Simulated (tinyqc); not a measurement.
What each parameter does: six-band k.p model of the valence band of a wurtzite crystal.

At k = 0: E1 = D1c + D2c + Te + Le (pure HH); E2, E3 = Le + u +/- sqrt(u^2 + 2 D3c^2), u = (D1c - D2c + Te)/2, D1c = Dcr, D2c = D3c = Dso/3. The weight of LH in state 2 is fL = (E2 - Le)^2/((E2 - Le)^2 + 2 D3c^2). Relative strengths of transitions to the conduction band: for E perpendicular to c (TE) 1/2, fL/2, (1 - fL)/2; for E along c (TM) 0, 1 - fL, fL, with one momentum element for both directions.

Strain of a c-plane layer: exx = eyy = e_par, ezz = -2 (C13/C33) e_par; Le = D1 ezz + D2 (exx + eyy), Te = D3 ezz + D4 (exx + eyy).

Conduction edge: Ec = (top of the unstrained valence band) + Eg + (a1 + D1) ezz + (a2 + D2)(exx + eyy).

Values chosen for the exercise (near those of AlGaN; not measured data):
```
symbol  value    unit  meaning
Dcr     -0.0387  eV    crystal-field splitting
Dso     0.0173   eV    spin-orbit splitting
Eg      4.424    eV    direct gap at Gamma from the top of the unstrained valence band
a1      -4.23    eV    gap potential along c
a2      -12.01   eV    gap potential in the plane
D1      -7.63    eV
D2      5.84     eV
D3      8.29     eV
D4      -4.11    eV
C13     105      GPa
C33     397      GPa
e_par   -0.0078        exx = eyy of a c-plane layer
```

Splittings at k = 0 under the strain, fL and the lowest transition.

Results for these values:
```
case,E1 - E2 (meV),E1 - E3 (meV),fL,lowest transition (eV)
base,10.33,66.59,0.9785,4.5300
```

What happens to each result for Dso = 0.01384 eV, all else kept?

Answer: E1 - E2 falls from 10.33 to 8.46; E1 - E3 falls from 66.59 to 65.00; fL rises from 0.9785 to 0.9865; lowest transition rises from 4.5300 to 4.5306.

The same for each parameter in turn:
```
case,E1 - E2 (meV),E1 - E3 (meV),fL,lowest transition (eV)
base,10.33,66.59,0.9785,4.5300
a2 = -9.608 eV,10.33,66.59,0.9785,4.4925
D4 = -3.288 eV,9.97,54.13,0.9646,4.5428
C13 = 126 GPa,10.46,73.30,0.9829,4.5196
e_par = -0.00624,9.69,47.57,0.9513,4.5156
D1 = -9.156 eV,10.33,66.59,0.9785,4.5300
D2 = 7.008 eV,10.33,66.59,0.9785,4.5300
Dso = 0.01384 eV,8.46,65.00,0.9865,4.5306
C33 = 476.4 GPa,10.19,61.03,0.9736,4.5386
```

D1 and D2 shift all valence edges and the conduction edge alike, so they drop out of splittings and transitions.

Program tinyqc; command `OMP_NUM_THREADS=1 python tinyqc.py 1081008 1081009 out.jsonl`; about 0.01 s on one thread of a shared Intel(R) Xeon(R) Processor @ 2.30GHz.
